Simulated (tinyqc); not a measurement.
Band offsets of oxides on a semiconductor by the charge-neutrality-level model: one step of the calculation.

Each material has a charge-neutrality level at the depth Phi = chi + Eg - CNL below vacuum. For oxide B on semiconductor A, dEc = (chiA - PhiA) - (chiB - PhiB) + S (PhiA - PhiB), dEv = EgB - EgA - dEc, with the pinning factor S = 1/(1 + 0.1 (eps_inf - 1)^2) of the oxide. S = 1 is the affinity rule, S = 0 aligns the two levels.

Task. One oxide. Depths of both levels, S and the two offsets.

Values chosen for this exercise; substrate values close to those of gallium arsenide: gap of the semiconductor EgA = 1.4 eV; its electron affinity chiA = 3.96 eV; its charge-neutrality level above the valence edge cA = 0.54 eV.

oxide values (close to tantalum oxide): Eg (eV) 4.34, chi (eV) 3.24, CNL (eV) 3.24, eps_inf 4.75

Find: PhiA; PhiB; S; dEc; dEv.

Result.

PhiA = 4.820 eV
PhiB = 4.340 eV
S = 0.4156
dEc = 0.4395 eV
dEv = 2.501 eV

The limits are dEc = 0.720 eV (S = 1) and 0.240 eV (S = 0).

Range of the model: The model ignores the chemistry of the actual interface, which can move offsets by several tenths of an eV.

Computed by the program tinyqc: `OMP_NUM_THREADS=1 python tinyqc.py 2410127 2410128 out.jsonl`, one thread of a shared Intel Xeon 2.30GHz, about 0.01 s for the whole run.
